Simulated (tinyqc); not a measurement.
# Ballistic conductance of a hard-wall wire of rectangular section by counting modes: thermal smearing

Subband edges E_(a,b) = (C pi^2/m) [(a/W)^2 + (b/Hh)^2], a, b = 1, 2, ...; C = hbar^2/(2 m0). Every mode transmits fully; spin gives the factor 2 in 2 q^2/h, valleys the factor gv.

G = (2 q^2/h) gv M; at zero temperature M counts the edges below Ef, at T it is the sum of degeneracy times f. The smooth (Sharvin) count is kF^2 A/(4 pi), kF = sqrt(m Ef/C), A = W Hh, perimeter p = 2 (W + Hh), and with the boundary term kF^2 A/(4 pi) - kF p/(4 pi). f = 1/(1 + exp((E_n - Ef)/Vt)).

Values chosen for this exercise:
- m = 0.25 m0 (mass)
- gv = 1 (valleys)
- Ef = 0.374 eV (Fermi energy above the bulk band edge)
- W = 8.9 nm (width)
- Hh = 5.4 nm (height)

Constants: q = 1.602176634e-19 C, kB = 1.380649e-23 J/K, hbar = 1.054571817e-34 J s, h = 6.62607015e-34 J s, m0 = 9.1093837015e-31 kg, Vt = kB T/q, hbar^2/(2 m0) = 0.0380998212 eV nm^2. Results are converted to the units shown.

Thermal smearing:
```
T (K)  kB T (meV)  M at T  G (uS)
2          0.1723   6.000   464.9
10         0.8617   6.023   466.7
30          2.585   6.222   482.1
77          6.635   6.324   490.0
150         12.93   6.246   483.9
220         18.96   6.181   478.9
300         25.85   6.131   475.0
400         34.47   6.096   472.4
```

M at T goes from 6.00 through a maximum of 6.32 (at T = 77 K among the rows listed) to 6.10; the integer count is 6. The edge nearest to Ef lies 3.23 meV from it, and M stays within 0.01 of the integer up to 2 K among the rows. In every row Ef exceeds 0.3 eV, where real bands are no longer parabolic.

Program tinyqc, `OMP_NUM_THREADS=1 python tinyqc.py 2740118 2740119 out.jsonl`; Intel Xeon 2.30GHz, shared host, one thread, about 0.5 s.
